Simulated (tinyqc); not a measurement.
# Pelgrom slope, floor and doping from two device sizes

Question. s^2 = A^2/(L W) + s0^2, with s0 independent of size and A = (q/Cox) sqrt(Na Wd/3) from random dopants alone, Cox = 3.9 eps0/ti. Find A, s0 and Na.

Parameters, values chosen for the exercise: oxide-equivalent thickness in inversion ti = 1.7 nm.

Constants: q = 1.602176634e-19 C, eps0 = 8.8541878128e-14 F/cm where lengths are in cm. Results are converted to the units shown.

s for gate areas 0.0045 and 0.04 um^2 (mV): 10.4432611  4.02284930
Wd = 46.3438413 nm

Solution. s^2 is linear in 1/area: slope A^2, intercept s0^2.

A = 0.6862 mV um
s0 = 2.100 mV
Na = 4.900e17 cm^-3

Program tinyqc, `OMP_NUM_THREADS=1 python tinyqc.py 2090005 2090006 out.jsonl`; Intel Xeon 2.30GHz, shared host, one thread, about 0.01 s.
